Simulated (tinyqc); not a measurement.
Solubility, supersaturation, precipitation and gettering of an impurity in a silicon-like host. Inputs raised by 5 %, one at a time. Computed by tinyqc, a small Python program. Command: `OMP_NUM_THREADS=1 python tinyqc.py 3010745 3010746 out.jsonl ripen sens`. One thread of a shared host (Intel(R) Xeon(R) Processor @ 2.30GHz), about 0.01 s of CPU time with the checks.

The wafer was saturated at T1 and is then held at T.

Inputs (values chosen for the exercise, for a model impurity):
```
quantity,value,unit
site density N0,5e+22,1/cm^3
enthalpy of solution H,3.05,eV
entropy of solution S,4.6,k_B
diffusion prefactor D0,0.00059,cm^2/s
migration energy Q,0.752,eV
temperature of saturation T1,1475,K
anneal temperature T,1065,K
sink density n,9.8e+08,1/cm^3
initial sink radius r0,9.6,nm
impurity density in the precipitate C_p,5.1e+22,1/cm^3
interface energy gamma,0.73,J/m^2
anneal time t,80,s
```

Constants: k_B = 8.617333262e-05 eV/K; k_B = 1.380649e-23 J/K.

Method:
- C_eq(T) = N0 exp(S/k_B - H/(k_B T)); D(T) = D0 exp(-Q/(k_B T)); C0 = C_eq(T1). Supersaturation s = C0/C_eq(T); critical radius r* = 2 gamma/(C_p k_B T ln s); barrier W* = (4 pi/3) gamma r*^2. Strain energy is left out.
- tau0 = 1/(4 pi n r0 D); C_fixed(t) = C_eq + (C0 - C_eq) exp(-t/tau0). If all excess precipitates, the final radius is r_f = [r0^3 + 3 (C0 - C_eq)/(4 pi n C_p)]^(1/3), with tau_f = 1/(4 pi n r_f D).
- Growing sinks: with y = r/r_f and y0 = r0/r_f, dy/dt = (1 - y^3)/(3 tau_f y), which integrates to t/tau_f = F(y) - F(y0), F(y) = (1/2) ln[(1 + y + y^2)/(1 - y)^2] - sqrt(3) arctan[(2y + 1)/sqrt(3)]; the share of the excess left is (1 - y^3)/(1 - y0^3), and C(t) = C_eq + (C0 - C_eq) x share.

Runs:
```
input moved,from,to,supersaturation s,tau_f (s),critical radius r* (nm),radius at t (nm)
base run,-,-,10279,410.6,0.2108,10.05
enthalpy of solution H (eV),3.05,3.2025,16313,474.6,0.2007,9.74
entropy of solution S (k_B),4.6,4.83,10279,394.1,0.2108,10.17
migration energy Q (eV),0.752,0.7896,10279,618.5,0.2108,9.91
sink density n (1/cm^3),980000000,1029000000,10279,394.2,0.2108,10.05
initial sink radius r0 (nm),9.6,10.08,10279,400.4,0.2108,10.51
impurity density in the precipitate C_p (1/cm^3),5.1e+22,5.355e+22,10279,413.9,0.2007,10.03
anneal time t (s),80,84,10279,410.6,0.2108,10.07
```

Exponents ln(y'/y) / ln(x'/x):
```
input,supersaturation s,tau_f,critical radius r*,radius at t
enthalpy of solution H,9.467,2.969,-1,-0.652
entropy of solution S,0.000,-0.838,0,0.231
migration energy Q,0.000,8.397,0,-0.292
sink density n,0.000,-0.834,0,-0.003
initial sink radius r0,0.000,-0.514,0,0.912
impurity density in the precipitate C_p,0.000,0.166,-1,-0.043
anneal time t,0.000,0.000,0,0.041
```

To which inputs is each result most sensitive?

Among the inputs moved here: supersaturation s answers most in size to enthalpy of solution H (exponent +9.467); its exponent is below 0.0005 for entropy of solution S, migration energy Q, sink density n, initial sink radius r0, impurity density in the precipitate C_p, anneal time t. tau_f answers most in size to migration energy Q (exponent +8.397), next to enthalpy of solution H (+2.969); its exponent is below 0.0005 for anneal time t. Critical radius r* answers most in size to enthalpy of solution H (exponent -1.000), and about equally to impurity density in the precipitate C_p (-1.000); its exponent is below 0.0005 for entropy of solution S, migration energy Q, sink density n, initial sink radius r0, anneal time t. Radius at t answers most in size to initial sink radius r0 (exponent +0.912), next to enthalpy of solution H (-0.652).

Caution (all rows): the barrier to homogeneous nucleation is below 35 k_B T for these inputs, so new precipitates would form and outnumber the fixed sinks assumed here. Caution (all rows): a critical radius of atomic size is outside the capillary model.
